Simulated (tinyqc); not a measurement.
Changing the temperature T: capillary instabilities by surface diffusion: grooving and agglomeration of films, edge retraction, wire break-up and smoothing of roughness. Computed by tinyqc, a small Python program. Command: `OMP_NUM_THREADS=1 python tinyqc.py 3005606 3005607 out.jsonl dewet sweep`. One thread of a shared host (Intel(R) Xeon(R) Processor @ 2.30GHz), about 0.01 s of CPU time with the checks.

Isotropic surface energy; shapes change by surface diffusion alone.

Inputs (values chosen for the exercise, of the order of those of silicon on oxide):
```
quantity                                value        unit
surface energy gamma_s                   1.37       J/m^2
grain-boundary energy gamma_b            0.44       J/m^2
interface energy gamma_i                 0.76       J/m^2
contact angle on the substrate theta       80     degrees
atomic volume Omega                        20  angstrom^3
surface sites nu                          8.1      1/nm^2
prefactor D0                          7.6e-06       m^2/s
activation energy Q                       2.3          eV
time t                                     97           s
film thickness h                          3.9          nm
grain radius R                             89          nm
wire radius r                              13          nm
initial ripple over radius               0.01           -
```

Grooves: at the surface and the interface.

Constants: k_B = 8.617333262e-05 eV/K; k_B = 1.380649e-23 J/K.

Method:
- B = D_s nu gamma_s Omega^2/(k_B T), D_s = D0 exp(-Q/(k_B T)).
- Groove angle beta: sin(beta) = gamma_b/(2 gamma). For circular grains of radius R with spherical caps the groove ends (measured from the mean surface) at the depth R g(beta), g = (2 - 3 cos beta + cos^3 beta)/(3 sin^3 beta). The film parts if R [g(beta_s) + g(beta_i)] > h.
- Mullins' isolated groove: depth below the flat surface d = 0.780 m (B t)^(1/4), m = tan(beta_s), width between the ridges 4.6 (B t)^(1/4); time to reach h: (h/(0.780 m))^4/B.
- A rim shaped as a circular segment with contact angle theta holds the area h x; its radius r obeys r^2 (theta - sin theta cos theta) = h x. To advance, the edge must carry a strip of the rim height H = r (1 - cos theta) over the rim, driven by the curvature 1/r over the distance r theta (the scaling argument of Brandon and Bradshaw): H dx/dt = B/(theta r^2) gives x^(5/2) = (5/2) B t c^(3/2)/(theta (1 - cos theta) h^(3/2)), c = theta - sin theta cos theta.
- A wire with r + A cos(k z) has dA/dt = (B/r^4) (kr)^2 [1 - (kr)^2] A: unstable for wavelengths above 2 pi r, fastest at kr = 1/sqrt 2 with the rate B/(4 r^4); break-up time about (4 r^4/B) ln(r/A0); each wavelength makes a sphere of radius (3 r^2 lambda_m/4)^(1/3).

One run for each value:
```
temperature T (K)  retraction x (nm)  groove depth (nm)  break-up time (s)  B (nm^4/s)
1030                           11.91             0.7594         3.9792e+04  1.3222e+01
1100                           22.43             1.1282         8.1695e+03  6.4400e+01
1180                           42.12             1.6725         1.6915e+03  3.1104e+02
1250                           68.31             2.2627         5.0488e+02  1.0421e+03
1320                          105.13             2.9625         1.7183e+02  3.0619e+03
1390                          154.75             3.7723         6.5358e+01  8.0497e+03
1470                          229.85             4.8305         2.4309e+01  2.1643e+04
1540                          313.86             5.8688         1.1157e+01  4.7156e+04
1610                          416.80             7.0070         5.4903e+00  9.5827e+04
```

Over the rows, retraction x (nm) rises from 11.9 to 417 (exponent d ln y / d ln x 9.6 between the first rows and 6.4 between the last); groove depth (nm) rises from 0.759 to 7.01 (exponent d ln y / d ln x 6.0 between the first rows and 4.0 between the last); break-up time (s) falls from 39800 to 5.49 (exponent d ln y / d ln x -24 between the first rows and -16 between the last). Times carry the energy Q, but lengths at fixed time only Q/4 (grooves) and 2Q/5 (edges): 0.575 and 0.920 eV.

Caution (rows 1030): the rim is not yet high against the film, as the scaling law assumes. Caution (all rows): faceting can stabilise wires along low-index directions. Caution (rows 1470, 1540, 1610): this depth exceeds the film thickness, so the isolated-groove formula no longer applies. Caution (rows 1540, 1610): the grooves of neighbouring boundaries overlap, so the depth levels off at its final value.
